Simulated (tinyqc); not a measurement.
## Line constants from open and short measurements

Inverse problem. A uniform line of length len, under a quarter wavelength, has Z_open = Zc coth(gamma len) and Z_short = Zc tanh(gamma len); gamma Zc = r + i w l and gamma/Zc = g + i w c, w = 2 pi f. Find r, l and c.

Parameters, values chosen for the exercise:
- len = 0.38 mm (length)
- f = 0.94 GHz (frequency)

Zin with the far end open = 78.0738-3854.2576i ohm
Zin with the far end shorted = 2.9531224+0.6476135i ohm

Answer. The product of the two impedances is Zc^2 and their ratio tanh^2(gamma len); the principal branch holds below a quarter wavelength.

r = 7.77 ohm/mm
l = 0.289 nH/mm
c = 116 pF/m

Program tinyqc, `OMP_NUM_THREADS=1 python tinyqc.py 2810179 2810180 out.jsonl`; Intel Xeon 2.30GHz, shared host, one thread, about 0.01 s.
